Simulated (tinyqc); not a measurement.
Inside a calculation. Method: tight binding, honeycomb lattice. One step of it, computed by the program tinyqc.

Problem. Levels at k. Diagonalise the Hermitian matrix.

H(k) at k (eV):
```
                     A                    B
A            -0.532237  -4.101851+3.261567i
B  -4.101851-3.261567i            -0.532237
```

Give: eigenvalues; weights |c|^2 of the basis functions.

Solution.

eigenvalues (eV): -5.7728  4.7083

weights |c|^2 of the basis functions:
```
   band 1  band 2
A  0.5000  0.5000
B  0.5000  0.5000
```
